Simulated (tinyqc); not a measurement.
Thermal stress, cracking, delamination and buckling of a thin film; Griffith cracks and misfitting inclusions: one step, computed by the program tinyqc.

Isotropic linear elasticity; the substrate is much thicker than the film; stress is positive in tension.

Problem. A misfitting inclusion. Film material fills a sphere of radius R in the substrate, with the misfit e = thermal strain (it wants to shrink if e > 0). Radial stress at the wall s0 = e/[(1 - 2 nu)/E + (1 + nu_s)/(2 E_s)]; inside it is uniform and hydrostatic; outside s_rr = s0 (R/r)^3, s_tt = -s_rr/2. Keep-out radius: where |s_rr| falls to 10 MPa (R if it is lower at the wall).

Inputs (values chosen for the exercise, modelled on an aluminium film on silicon): film Young's modulus E = 69 GPa; film Poisson ratio nu = 0.36; deposition temperature T_d = 500 K; final temperature T = 300 K; substrate Young's modulus E_s = 164 GPa; substrate Poisson ratio nu_s = 0.27; inclusion radius R = 0.059 micrometre.

Inclusion: sphere.

thermal strain = 0.00412

Give: radial stress at the wall s0; mean stress inside; keep-out radius.

Solution.

radial stress at the wall s0 = 519.55 MPa

mean stress inside = 519.55 MPa

keep-out radius = 0.22015 micrometre

The stress does not depend on R; its reach scales with R. Hydrostatic tension inside drives voids to form.
